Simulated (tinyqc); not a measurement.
Thermal, flicker and telegraph noise of a field-effect transistor: one step, computed by the program tinyqc.

Strong inversion, threshold roll-off and channel-length modulation left out; noise sources are uncorrelated and are given as one-sided spectral densities.

Question. Flicker noise. C_ox = 3.9 eps_0/t; V_c = 2 v_s L/mu; I = W C_ox v_s V_ov^2/(V_ov + V_c); g_m = W C_ox v_s V_ov (V_ov + 2 V_c)/(V_ov + V_c)^2; g_d0 = mu C_ox (W/L) V_ov. Tunnelling length lambda = hbar/(2 sqrt(2 m_ox phi)); flat-band noise S_Vfb = e^2 k_B T lambda N_t/(W L C_ox^2 f). S_I = g_m^2 S_Vfb (1 + alpha_sc mu C_ox I/g_m)^2.

Inputs (values chosen for the exercise, modelled on a high-k silicon transistor):

| quantity | value | unit |
|---|---|---|
| width W | 13 | micrometre |
| length L | 670 | nm |
| electrical oxide thickness t | 5.2 | nm |
| mobility mu | 120 | cm^2/(V s) |
| saturation velocity v_s | 0.95 | 1e7 cm/s |
| overdrive V_ov | 0.69 | V |
| oxide trap density N_t | 2.3e+16 | 1/(eV cm^3) |
| oxide barrier phi | 1.5 | eV |
| oxide mass m_ox | 0.35 | m_0 |
| Coulomb scattering coefficient alpha_sc | 14000 | V s/C |
| frequency f | 8000 | Hz |
| temperature T | 300 | K |

Operating region: saturation. Flicker model: number with correlated mobility.

drain current I = 345.5897 microampere

Constants: eps_0 = 8.8541878128e-12 F/m; hbar = 1.054571817e-34 J s; m_0 = 9.1093837015e-31 kg; e = 1.602176634e-19 C; k_B = 8.617333262e-05 eV/K.

Give: tunnelling length lambda; S_Vfb; flicker S_I; flicker S_I/I^2.

Answer.

tunnelling length lambda = 1.347 angstrom

S_Vfb = 6.691e-16 V^2/Hz

flicker S_I = 1.231e-21 A^2/Hz

flicker S_I/I^2 = 1.031e-14 1/Hz
